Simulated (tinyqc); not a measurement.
Hole mobility in a silicon inversion layer, empirical terms and Matthiessen rule: one step of the calculation.

Inversion layer of sheet density Ns on a uniformly doped body, under a high-permittivity gate with an interlayer. The mobility terms are empirical power laws with prefactors chosen for the exercise; adding their inverses (Matthiessen) is itself an approximation.

Task. Split C-V extraction. Q(Vg) is the trapezoid sum of Cgc from the first point (where Q is taken as 0); mu_eff = I/((W/L) Q Vd); mu_FE = (dI/dVg)/((W/L) Cox Vd) with a backward difference. Listed from point 4 on.

Inputs (values chosen for the exercise); material values close to those of silicon: gate capacitance Cox = 2.09 uF/cm^2; ratio W/L WL = 10; drain voltage Vd = 0.01 V.

```
point  Vg (V)  Cgc (uF/cm^2)        I (uA)
0           0   0.0014281418  4.2836329e-7
1        0.05   0.0057880551  7.0403669e-6
2         0.1    0.023309613  1.1446096e-4
3        0.15    0.091542631  0.0017828701
4         0.2     0.32782776   0.023782282
5        0.25     0.89949346    0.20574798
6         0.3      1.5763052    0.87482955
7        0.35      1.9347535     2.0216281
8         0.4      2.0495073     3.3269100
9        0.45      2.0798819     4.6146496
10        0.5      2.0874996     5.8359982
11       0.55      2.0893838     6.9844194
12        0.6      2.0898482     8.0642805
```

Give: Q; mu_eff; mu_FE.

Result.

```
point  Q (uC/cm^2)  mu_eff (cm^2/(V s))  mu_FE (cm^2/(V s))
4          0.01426                16.67               2.105
5          0.04495                45.78               17.41
6           0.1068                81.88               64.03
7           0.1946                103.9               109.7
8           0.2942                113.1               124.9
9           0.3975                116.1               123.2
10          0.5016                116.3               116.9
11          0.6061                115.2               109.9
12          0.7105                113.5               103.3
```

At the last point mu_FE is 9.0 % below mu_eff: where the mobility falls with gate voltage the slope of I understates it.

Numbers from tinyqc (`OMP_NUM_THREADS=1 python tinyqc.py 2510044 2510045 out.jsonl`; about 0.01 s on one thread of a shared Intel Xeon 2.30GHz).
